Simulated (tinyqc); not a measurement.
# Double-gate transistor, scale length and short-channel effects: effects of single changes

A body of thickness ts between two insulators of thickness ti and two tied gates. Below threshold the potential that source and drain add obeys Laplace's equation and vanishes on the gate. Its lowest mode decays along the channel as exp(-k y); k is the smallest positive root of the matching condition at the interface, and the scale length is Lambda = pi/k.

Values chosen for this exercise; permittivities: semiconductor close to that of silicon, insulator close to that of silicon nitride:

| symbol | value | unit | meaning |
|---|---|---|---|
| T | 400 | K | temperature |
| eps_r | 11.7 |  | relative permittivity of the semiconductor |
| ei | 7.15 |  | relative permittivity of the insulator |
| ti | 1.4 | nm | insulator thickness |
| ts | 11.4 | nm | body thickness |
| L | 43 | nm | channel length |
| Vbi | 1.01 | V | potential of the source |
| sT | 0.37 | V | potential of the barrier top at threshold |
| Vds | 0.7 | V | drain voltage |

Constants: q = 1.602176634e-19 C, kB = 1.380649e-23 J/K, Vt = kB T/q. Results are converted to the units shown.

Each table varies one quantity; the others keep the values above.

## Effect of the channel length

k is the smallest positive root of f(k) = ei cos(k ti) cos(k ts/2) - eps_r sin(k ti) sin(k ts/2). Along the channel psi(y) = s + a exp(y/l) + b exp(-y/l) with psi(0) = Vbi, psi(L) = Vbi + Vds and l = 1/k = Lambda/pi; with A = Vbi - s, B = A + Vds, x = exp(-L/l): a = (B - A x) x/(1 - x^2), b = (A - B x)/(1 - x^2). The minimum is s + 2 sqrt(a b), at y = (l/2) ln(b/a). The long-channel potential follows the gate as s = sT + (Vg - VTL)/m, and the threshold VT is the gate voltage at which the minimum equals sT. Swing = m Vt ln 10/g at threshold, g = d(minimum)/ds = 1 - (b x + a)/((1 + x) sqrt(a b)). DIBL = [VT(0.05 V) - VT(Vds)]/(Vds - 0.05 V). sT and Vbi are held fixed; m = 1.

The same in every row: Lambda (nm) = 15.800.

Effect of the channel length:

| L (nm) | L/Lambda | VT - VTL at Vds = 0.05 V (mV) | VT - VTL at Vds (mV) | DIBL (mV/V) | swing (mV/decade) |
|---|---|---|---|---|---|
| 17 | 1.0759 | -368.79 | -523.17 | 237.50 | 125.65 |
| 21 | 1.3291 | -214.71 | -303.23 | 136.18 | 106.43 |
| 25 | 1.5823 | -131.74 | -185.37 | 82.505 | 96.033 |
| 29 | 1.8354 | -83.460 | -117.10 | 51.761 | 89.955 |
| 35 | 2.2152 | -43.609 | -61.013 | 26.775 | 84.916 |
| 42 | 2.6582 | -21.067 | -29.418 | 12.848 | 82.053 |
| 50 | 3.1646 | -9.3492 | -13.041 | 5.6796 | 80.561 |
| 60 | 3.7975 | -3.4292 | -4.7805 | 2.0789 | 79.806 |
| 71 | 4.4937 | -1.1449 | -1.5957 | 0.69351 | 79.515 |

From L = 17 to 71 nm, DIBL falls from 238 to 0.694 mV/V and the swing falls from 126 to 79.5 mV a decade (long-channel value 79.4). Between the last two rows the threshold shift at Vds decays with a length of 10.0 nm, against 2 Lambda/pi = 10.1 nm for a shift that goes as exp(-pi L/(2 Lambda)). DIBL first drops below 100 mV/V at L = 25 nm among the rows, L/Lambda = 1.6. For L = 17 to 21 nm L is under 1.5 Lambda, where higher modes, left out of the one-mode potential, count.

## Effect of the insulator thickness

Same model as above.

Result of one run:

| ti (nm) | Lambda (nm) | L/Lambda | VT - VTL at Vds (mV) | DIBL (mV/V) | swing (mV/decade) |
|---|---|---|---|---|---|
| 1.7 | 16.679 | 2.5781 | -33.514 | 14.646 | 82.425 |

What becomes of these results when the insulator thickness ti is changed from 1.7 to 1 nm, all else the same?

Result of the changed run:

| ti (nm) | Lambda (nm) | L/Lambda | VT - VTL at Vds (mV) | DIBL (mV/V) | swing (mV/decade) |
|---|---|---|---|---|---|
| 1 | 14.592 | 2.9467 | -18.473 | 8.0529 | 81.057 |

The whole series:

| ti (nm) | Lambda (nm) | L/Lambda | VT - VTL at Vds (mV) | DIBL (mV/V) | swing (mV/decade) |
|---|---|---|---|---|---|
| 0.47 | 12.927 | 3.3263 | -10.081 | 4.3880 | 80.291 |
| 0.61 | 13.374 | 3.2152 | -12.030 | 5.2384 | 80.469 |
| 0.79 | 13.941 | 3.0844 | -14.821 | 6.4570 | 80.724 |
| 1 | 14.592 | 2.9467 | -18.473 | 8.0529 | 81.057 |
| 1.3 | 15.502 | 2.7738 | -24.398 | 10.646 | 81.596 |
| 1.7 | 16.679 | 2.5781 | -33.514 | 14.646 | 82.425 |
| 2.2 | 18.099 | 2.3759 | -46.699 | 20.451 | 83.621 |

As ti goes from 0.47 to 2.2 nm, Lambda rises from 12.9 to 18.1 nm, DIBL rises from 4.39 to 20.5 mV/V and the swing rises from 80.3 to 83.6 mV a decade. On average Lambda goes as ti^(0.22).

## A higher permittivity at fixed equivalent oxide thickness

Same model as above.

The equivalent oxide thickness 3.9 ti/ei is held at 0.76 nm, so ti = 0.76 ei/3.9 nm.

A higher permittivity at fixed equivalent oxide thickness:

| ei | ti (nm) | Lambda (nm) | L/Lambda | DIBL (mV/V) | swing (mV/decade) |
|---|---|---|---|---|---|
| 3.9 | 0.7600 | 15.71 | 2.738 | 11.29 | 81.73 |
| 5 | 0.9744 | 15.73 | 2.734 | 11.36 | 81.74 |
| 7.5 | 1.462 | 15.79 | 2.723 | 11.56 | 81.79 |
| 10 | 1.949 | 15.88 | 2.708 | 11.86 | 81.85 |
| 15 | 2.923 | 16.15 | 2.662 | 12.77 | 82.04 |
| 20 | 3.897 | 16.57 | 2.596 | 14.23 | 82.34 |
| 25 | 4.872 | 17.14 | 2.508 | 16.43 | 82.79 |
| 35 | 6.821 | 18.88 | 2.277 | 24.11 | 84.37 |

Read the table: what changes, and by how much?

As ei goes from 3.9 to 35, Lambda rises from 15.7 to 18.9 nm, DIBL rises from 11.3 to 24.1 mV/V and the swing rises from 81.7 to 84.4 mV a decade. The ratio ei/ti is the same in every row, yet the insulator grows from 0.760 to 6.82 nm, and drain fields reach the channel sideways through it.

Computed by the program tinyqc: `OMP_NUM_THREADS=1 python tinyqc.py 2420105 2420106 out.jsonl`, one thread of a shared Intel Xeon 2.30GHz, about 0.01 s for the whole run.
